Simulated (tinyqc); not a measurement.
Worked calculation: CCSD on RHF in the 6-31g basis, for HeH+, spin multiplicity 1. Computed by tinyqc, a small Python program that keeps every step (integrals from PySCF). Settings: charge = 1, multiplicity = 1, basis = 6-31g, method = RHF, energy threshold = 1e-10, iteration cap = 78, orthogonalisation = symmetric, start = Wolfsberg-Helmholz matrix, DIIS depth = 6, amplitude equations = CCSD, DIIS depth for amplitudes = 0, cap on updates = 72. Command: `OMP_NUM_THREADS=1 python tinyqc.py 23520 23521 out.jsonl` (the two numbers bound the seeds that draw the settings). One thread of a shared host (Intel(R) Xeon(R) Processor @ 2.60GHz), about 0.2 s of CPU time with the checks. The early iterations of the SCF are left out here.

## One-electron integrals

Geometry (angstrom):
```
atom        x        y        z
He    0.00000  0.00000  0.00000
H     0.00000  0.00000  0.69500
```

Basis 6-31g: exponents (1/bohr^2) and contraction coefficients of normalised primitives:
```
element  l (shell)  exponent  coefficient
He           s (1)  38.42163      0.04014
He           s (1)   5.77803      0.26125
He           s (1)   1.24177      0.79318
He           s (2)   0.29796      1.00000
H            s (1)  18.73114      0.03349
H            s (1)   2.82539      0.23473
H            s (1)   0.64012      0.81376
H            s (2)   0.16128      1.00000
```

Overlap, kinetic and nuclear-attraction integrals over the contracted functions; the nuclear repulsion is the sum of Za Zb / Rab.

nuclear repulsion = 1.5228121 hartree

overlap S:
```
         1He 1s   1He 2s    2H 1s    2H 2s
1He 1s  1.00000  0.63415  0.36573  0.35428
1He 2s  0.63415  1.00000  0.58376  0.77875
2H 1s   0.36573  0.58376  1.00000  0.65829
2H 2s   0.35428  0.77875  0.65829  1.00000
```

kinetic energy T (hartree):
```
         1He 1s   1He 2s    2H 1s    2H 2s
1He 1s  2.92565  0.46723  0.19361  0.12788
1He 2s  0.46723  0.44695  0.27913  0.21505
2H 1s   0.19361  0.27913  1.39568  0.25974
2H 2s   0.12788  0.21505  0.25974  0.24192
```

nuclear attraction V (hartree):
```
          1He 1s    1He 2s     2H 1s     2H 2s
1He 1s  -5.56505  -2.48750  -1.51308  -1.34580
1He 2s  -2.48750  -2.38810  -1.68801  -1.68873
2H 1s   -1.51308  -1.68801  -3.13994  -1.65888
2H 2s   -1.34580  -1.68873  -1.65888  -1.71979
```

core Hamiltonian H = T + V (hartree):
```
          1He 1s    1He 2s     2H 1s     2H 2s
1He 1s  -2.63939  -2.02027  -1.31947  -1.21791
1He 2s  -2.02027  -1.94115  -1.40889  -1.47368
2H 1s   -1.31947  -1.40889  -1.74426  -1.39914
2H 2s   -1.21791  -1.47368  -1.39914  -1.47787
```

## Two-electron integrals

Functions are numbered as in S; the eight-fold symmetry (ij|kl) = (ji|kl) = (kl|ij) leaves the list below.

Two-electron integrals (ij|kl) in chemists' order, unique and non-zero (hartree):
```
(11|11) 1.54394   (21|11) 0.78545   (21|21) 0.42703   (22|11) 0.80395
(22|21) 0.47619   (22|22) 0.61594   (31|11) 0.43947   (31|21) 0.24114
(31|22) 0.27218   (31|31) 0.15549   (32|11) 0.47128   (32|21) 0.28034
(32|22) 0.36369   (32|31) 0.19074   (32|32) 0.27853   (33|11) 0.72010
(33|21) 0.43946   (33|22) 0.59561   (33|31) 0.32859   (33|32) 0.52225
(33|33) 1.07657   (41|11) 0.42082   (41|21) 0.23105   (41|22) 0.26171
(41|31) 0.13507   (41|32) 0.16133   (41|33) 0.25963   (41|41) 0.12634
(42|11) 0.54335   (42|21) 0.32700   (42|22) 0.43942   (42|31) 0.19717
(42|32) 0.28221   (42|33) 0.48554   (42|41) 0.18297   (42|42) 0.32791
(43|11) 0.43996   (43|21) 0.26792   (43|22) 0.36708   (43|31) 0.18756
(43|32) 0.29620   (43|33) 0.57847   (43|41) 0.15608   (43|42) 0.29646
(43|43) 0.32942   (44|11) 0.52266   (44|21) 0.32189   (44|22) 0.46027
(44|31) 0.20436   (44|32) 0.32275   (44|33) 0.58740   (44|41) 0.18360
(44|42) 0.36566   (44|43) 0.36130   (44|44) 0.45315
```

## Orthogonalisation

S = U s U^T; symmetric (Loewdin) form X = U s^(-1/2) U^T, so that X^T S X = 1.

eigenvalues of S: 0.14456  0.40883  0.73427  2.71234

X:
```
          1He 1s    1He 2s     2H 1s     2H 2s
1He 1s   1.24972  -0.51374  -0.10014   0.12596
1He 2s  -0.51374   1.80251  -0.14763  -0.72521
2H 1s   -0.10014  -0.14763   1.28573  -0.38537
2H 2s    0.12596  -0.72521  -0.38537   1.63030
```

## Iteration 6 (converged): orbitals

converged F (hartree):
```
          1He 1s    1He 2s     2H 1s     2H 2s
1He 1s  -1.29887  -1.45594  -1.08436  -0.97985
1He 2s  -1.45594  -1.05164  -0.92390  -0.82932
2H 1s   -1.08436  -0.92390  -0.64288  -0.81611
2H 2s   -0.97985  -0.82932  -0.81611  -0.70200
```

Diagonalise F' = X^T F X, C = X C', fill 1 alpha and 1 beta electrons from the bottom; D = 2 C_occ C_occ^T. Each column has its largest component positive (the first on a tie).

F' = X^T F X (hartree):
```
          1         2         3         4
1  -0.45840  -1.15052  -0.59142  -0.13428
2  -1.15052   0.14413  -0.23318  -0.26721
3  -0.59142  -0.23318   0.02273  -0.48035
4  -0.13428  -0.26721  -0.48035  -0.09607
```

orbital energies (hartree): MO1 -1.69615, MO2 -0.22418, MO3 0.42366, MO4 1.10906

coefficients C:
```
             MO1       MO2       MO3       MO4
1He 1s   0.60522  -0.25818   0.12399  -1.18461
1He 2s   0.34198  -0.90260  -0.43749   1.71397
2H 1s    0.24903   0.34359   1.23071   0.37246
2H 2s   -0.01366   1.24261  -0.87112  -1.02230
```

D after iteration 6:
```
          1He 1s    1He 2s     2H 1s     2H 2s
1He 1s   0.73259   0.41395   0.30143  -0.01654
1He 2s   0.41395   0.23390   0.17032  -0.00935
2H 1s    0.30143   0.17032   0.12403  -0.00681
2H 2s   -0.01654  -0.00935  -0.00681   0.00037
```

## Convergence

Stop when the energy changes by less than 1e-10 hartree and every element of the error matrix X^T (F D S - S D F) X is below 3e-06.

Course of the cycle:
```
iteration  E (hartree)     change  largest element of the error matrix
1           -2.8880116          -                             1.78e-01
2           -2.9056511  -1.76e-02                             2.56e-02
3           -2.9061363  -4.85e-04                             1.32e-03
4           -2.9061369  -5.56e-07                             4.97e-05
5           -2.9061369  -1.32e-09                             9.21e-06
6           -2.9061369  -3.84e-11                             9.39e-09
```

PySCF RHF in the same basis = -2.9061369 hartree

Converged in 6 iterations.

## Integrals over molecular orbitals

(pq|rs) = sum C_ip C_jq C_kr C_ls (ij|kl), one index at a time.

one-electron integrals over orbitals h = C^T H C (hartree):
```
          1         2         3         4
1  -2.73280   0.13999  -0.07217   0.25273
2   0.13999  -1.18641  -0.22215  -0.29155
3  -0.07217  -0.22215  -0.70202   0.02471
4   0.25273  -0.29155   0.02471  -0.34349
```

Two-electron integrals over orbitals (pq|rs), unique and non-zero (hartree):
```
(11|11) 1.03665    (21|11) -0.13999   (21|21) 0.09002    (22|11) 0.52612
(22|21) 0.02620    (22|22) 0.49796    (31|11) 0.07217    (31|21) 0.04327
(31|22) 0.07169    (31|31) 0.07949    (32|11) 0.13271    (32|21) 0.01093
(32|22) 0.07475    (32|31) 0.04996    (32|32) 0.07657    (33|11) 0.60258
(33|21) 0.03305    (33|22) 0.49256    (33|31) 0.11186    (33|32) 0.13644
(33|33) 0.60081    (41|11) -0.25273   (41|21) 0.10197    (41|22) -0.02862
(41|31) 0.00376    (41|32) 0.00411    (41|33) -0.00100   (41|41) 0.19145
(42|11) 0.19676    (42|21) -0.02349   (42|22) 0.06695    (42|31) 0.03985
(42|32) 0.04849    (42|33) 0.10155    (42|41) -0.07010   (42|42) 0.07029
(43|11) -0.01047   (43|21) 0.05549    (43|22) 0.06303    (43|31) 0.06325
(43|32) 0.02998    (43|33) 0.07215    (43|41) 0.02672    (43|42) 0.01556
(43|43) 0.07367    (44|11) 0.82200    (44|21) -0.10985   (44|22) 0.46231
(44|31) 0.04052    (44|32) 0.09320    (44|33) 0.50959    (44|41) -0.19984
(44|42) 0.14325    (44|43) -0.02137   (44|44) 0.70584
```

## CCSD: starting amplitudes

t_ij^ab = <ij||ab> / (e_i + e_j - e_a - e_b), whose energy is MP2.

Starting amplitudes (spin orbitals 1a, 1b, ...; amplitudes related by a flip of all spins are not repeated):
```
from      to         t
1a 1b  4a 4b  -0.03412
1a 1b  2a 2b  -0.03058
1a 1b  2a 4b  -0.02384
1a 1b  3a 3b  -0.01875
1a 1b  2a 3b  -0.01205
1a 1b  3a 4b  -0.00076
```

correlation energy = -0.0166867 hartree

## CCSD: amplitude update 1

t_i^a D_i^a and t_ij^ab D_ij^ab are set to the remaining terms of the spin-orbital equations, evaluated with the old amplitudes; for the doubles these are <ij||ab> + 1/2 <ab||ef> t_ij^ef + 1/2 <mn||ij> t_mn^ab + P(ij)P(ab) <mb||ej> t_im^ae + terms in t^2 + terms with t1, D the orbital-energy denominators.

Amplitudes after update 1 (spin orbitals 1a, 1b, ...; amplitudes related by a flip of all spins are not repeated):
```
from      to         t
1a 1b  4a 4b  -0.04166
1a 1b  2a 2b  -0.03797
1a 1b  2a 4b  -0.03075
1a 1b  3a 3b  -0.02036
1a 1b  2a 3b  -0.01429
1a        2a   0.00582
1a        3a   0.00299
1a 1b  3a 4b  -0.00116
1a        4a   0.00088
```

correlation energy = -0.0205233 hartree

## CCSD: amplitude update 2

As before.

Amplitudes after update 2 (spin orbitals 1a, 1b, ...; amplitudes related by a flip of all spins are not repeated):
```
from      to         t
1a 1b  4a 4b  -0.04331
1a 1b  2a 2b  -0.04061
1a 1b  2a 4b  -0.03295
1a 1b  3a 3b  -0.02051
1a 1b  2a 3b  -0.01488
1a        2a   0.00869
1a        3a   0.00436
1a 1b  3a 4b  -0.00160
1a        4a   0.00107
```

correlation energy = -0.0215846 hartree

## CCSD: convergence

E_corr = 1/4 sum <ij||ab> t_ij^ab + 1/2 sum <ij||ab> t_i^a t_j^b; stop when the norm of the change is below 1e-8.

Course of the amplitude iterations:
```
update  correlation energy (hartree)  norm of the change
0                         -0.0166867                   -
1                         -0.0205233            3.11e-02
2                         -0.0215846            1.01e-02
3                         -0.0219161            3.68e-03
4                         -0.0220284            1.41e-03
5                         -0.0220686            5.47e-04
6                         -0.0220835            2.14e-04
7                         -0.0220892            8.44e-05
8                         -0.0220914            3.32e-05
9                         -0.0220922            1.31e-05
10                        -0.0220926            5.17e-06
11                        -0.0220927            2.04e-06
12                        -0.0220928            8.05e-07
13                        -0.0220928            3.18e-07
14                        -0.0220928            1.26e-07
15                        -0.0220928            4.95e-08
16                        -0.0220928            1.96e-08
17                        -0.0220928            7.72e-09
```

Converged amplitudes (spin orbitals 1a, 1b, ...; amplitudes related by a flip of all spins are not repeated):
```
from      to         t
1a 1b  4a 4b  -0.04374
1a 1b  2a 2b  -0.04228
1a 1b  2a 4b  -0.03415
1a 1b  3a 3b  -0.02054
1a 1b  2a 3b  -0.01526
1a        2a   0.01071
1a        3a   0.00529
1a 1b  3a 4b  -0.00202
1a        4a   0.00106
```

CCSD total energy = -2.9282297 hartree

T1 diagnostic, norm of the one-spin t1 over sqrt(correlated electrons) = 0.00848

Converged in 17 updates.
